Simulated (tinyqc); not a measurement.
Plane-wave Kohn-Sham cycle with exchange-only LDA in a layered model solid, step by step. Computed by tinyqc, a small Python program that keeps every step. Settings: points = 16, plane-wave index or count = 2, electrons = 2, k points = 3, area = 28.0, mixing = 0.1, iteration cap = 73. Command: `OMP_NUM_THREADS=1 python tinyqc.py 26048 26049 out.jsonl` (the two numbers bound the seeds that draw the settings). One thread of a shared host (Intel(R) Xeon(R) Processor @ 2.60GHz), about 0.03 s of CPU time with the checks.

A solid whose potential varies along x alone (atomic units):

| parameter | value |
|---|---|
| period a | 11.500000 |
| cross-section of the cell | 28.000000 |
| electrons per cell | 2 |
| grid points | 16 |
| plane waves -n..n, n | 2 |
| k points | 3 |
| V1 in V1 cos(2 pi x/a) | -0.310000 |

Stop when sqrt(dV sum R^2) is below 1e-8, dV = a A/N.

Course of the cycle:

| iteration | E (hartree) | norm of the residual |
|---|---|---|
| 1 | -0.60654521 | 1.29e-01 |
| 2 | -0.56356929 | 1.13e-01 |
| 3 | -0.52973525 | 9.82e-02 |
| 4 | -0.50354673 | 8.51e-02 |
| 5 | -0.48357766 | 7.34e-02 |
| 6 | -0.46856868 | 6.30e-02 |
| 7 | -0.45744830 | 5.37e-02 |
| 8 | -0.44932689 | 4.55e-02 |
| 9 | -0.44348054 | 3.84e-02 |
| 10 | -0.43933140 | 3.23e-02 |
| 11 | -0.43642729 | 2.71e-02 |
| ... | ... | ... |
| 63 | -0.43043408 | 8.77e-05 |
| 64 | -0.43043409 | 7.93e-05 |
| 65 | -0.43043409 | 7.17e-05 |
| 66 | -0.43043409 | 6.49e-05 |
| 67 | -0.43043409 | 5.87e-05 |
| 68 | -0.43043409 | 5.31e-05 |
| 69 | -0.43043410 | 4.80e-05 |
| 70 | -0.43043410 | 4.34e-05 |
| 71 | -0.43043410 | 3.93e-05 |
| 72 | -0.43043410 | 3.55e-05 |
| 73 | -0.43043410 | 3.21e-05 |

Can the last value be used, and what does the course show?

Not by the stop rule, although the second column moves by less than 1e-07 over the last three steps. Not converged within 73 iterations: the residual falls steadily but slowly, by a factor of about 0.90 a step. Reruns (cap 100 unless said): mixing 0.5, Kerker q0 1.0: converged in 86 (E = -0.43043); mixing 0.3, Pulay depth 5: converged in 11 (E = -0.43043); the original settings with a cap of 400: converged in 154 (E = -0.43043).
